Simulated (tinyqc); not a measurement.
Shallow acceptor in the spherical model (Baldereschi-Lipari), strong spin-orbit limit: one step, computed by the program tinyqc. Command: `OMP_NUM_THREADS=1 python tinyqc.py 3002766 3002767 out.jsonl acceptor walk`. One thread of a shared host (Intel(R) Xeon(R) Processor @ 2.30GHz), about 0.01 s of CPU time with the checks.

The 1S(3/2) state has an s envelope f(r) and a d envelope g(r). In effective units they obey -(f'' + 2f'/r + 2f/r) + mu (g'' + 5g'/r + 3g/r^2) = E f and -(g'' + 2g'/r - 6g/r^2 + 2g/r) + mu (f'' - f'/r) = E g. The cubic term, the split-off band and the central cell are left out.

Problem. Effective units and couplings. Ry* = Ry/(gamma_1 eps^2), a* = a_0 eps gamma_1, mu = (6 gamma_3 + 4 gamma_2)/(5 gamma_1), delta = (gamma_3 - gamma_2)/gamma_1; spherical masses 1/(gamma_1 (1 - mu)) (heavy) and 1/(gamma_1 (1 + mu)) (light).

Inputs (values chosen for the exercise, modelled on GaSb):
```
quantity,value,unit
Luttinger gamma_1,13.3,-
Luttinger gamma_2,4.57,-
Luttinger gamma_3,6.08,-
dielectric constant eps,15.3,-
```

Constants: Ry = 13.605693123 eV; a_0 = 0.529177210903 angstrom.

Give: Ry*; a*; mu; delta; heavy-hole mass; light-hole mass.

Solution.

Ry* = 4.370 meV

a* = 107.7 angstrom

mu = 0.8235

delta = 0.1135

heavy-hole mass = 0.4259 m_0

light-hole mass = 0.04123 m_0
